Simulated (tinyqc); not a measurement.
Internal loss and injection efficiency from two cavity lengths.

Question. The differential efficiency of both facets obeys 1/eta_d = (1/eta)[1 + 2 ai Lc/ln(1/(R1 R2))]. Find eta and ai.

Inputs (values chosen for the exercise):
- R1 = 0.32 (front reflectance)
- R2 = 0.3 (back reflectance)

differential efficiency at Lc = 2000 and 5000 um: 0.50512057  0.31401044

Solution. 1/eta_d is linear in Lc: the intercept is 1/eta, and slope over intercept is 2 ai/ln(1/(R1 R2)).

eta = 0.850
ai = 4.00 1/cm

tinyqc, about 0.01 s, one thread, Intel Xeon 2.30GHz (shared host): `OMP_NUM_THREADS=1 python tinyqc.py 2840024 2840025 out.jsonl`
